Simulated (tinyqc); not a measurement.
# Transfer-length model of a contact, step by step

Program tinyqc, `OMP_NUM_THREADS=1 python tinyqc.py 2760130 2760131 out.jsonl`; Intel Xeon 2.30GHz, shared host, one thread, about 0.01 s. Printed values are rounded.

A metal contact of length d and width W on a thin layer of the same width. The metal has no resistance, the sheet resistance under it equals Rsh, and current enters the layer at the front edge x = 0.

Parameters, values chosen for the exercise:
```
symbol,value,unit,meaning
d,3.9,um,contact length
W,24,um,contact width
```

## Straight-line fit

```
gap  L (um)  R_T (ohm)
1       7.6     133.94
2        12     174.27
3        20     247.61
4        33     366.77
5        54     559.27
```

Pairs of such contacts at gaps L have R_T = Rsh L/W + 2 Rc. The values of R_T were made from Rsh and rc and are treated as data. Least squares: slope = sum (L - mean L)(R_T - mean R_T)/sum (L - mean L)^2, intercept = mean R_T - slope mean L. Rsh = slope W, Rc = intercept/2, and A = Rc/slope is half the distance from the origin to the zero of the line.

slope = 9.16660 ohm/um
intercept = 64.2737 ohm
Rsh = 219.998 ohm/sq
Rc = 32.1369 ohm
A = 3.50586 um

## Iteration 1: transfer length

Lt at the start = 3.50586 um

A = Lt coth(d/Lt) is solved for Lt, starting from Lt = A. Newton step for Lt - A tanh(d/Lt) = 0: Lt(new) = Lt - [Lt - A tanh(d/Lt)]/[1 + A d/(Lt cosh(d/Lt))^2].

Lt after iteration 1 = 3.01442 um

## Iteration 2: transfer length

As before.

Lt after iteration 2 = 3.01515 um

## Course of the iteration

Stop when Lt changes by less than 1e-9 of itself, or after 40 iterations.

Course of the iteration:
```
iteration  Lt (um)  relative change
1          3.01442            0.140
2          3.01515          2.42e-4
3          3.01515          1.86e-9
4          3.01515                0
```

Converged in 4 iterations.

## Contact resistivity

converged Lt = 3.01515 um

rc = Rsh Lt^2. Short cuts: Rsh A^2 (long contact, Lt = A) and Rc W d (short contact, even current).

rc = 2.00004e-5 ohm cm^2
Rsh A^2 = 2.70402e-5 ohm cm^2
Rc W d = 3.00801e-5 ohm cm^2

The extracted rc is within 0.01 % of the value 2e-5 ohm cm^2 that made the data. The long-contact form is 35 % above the extracted value and the short-contact form 50 % above it; both can only overstate it.
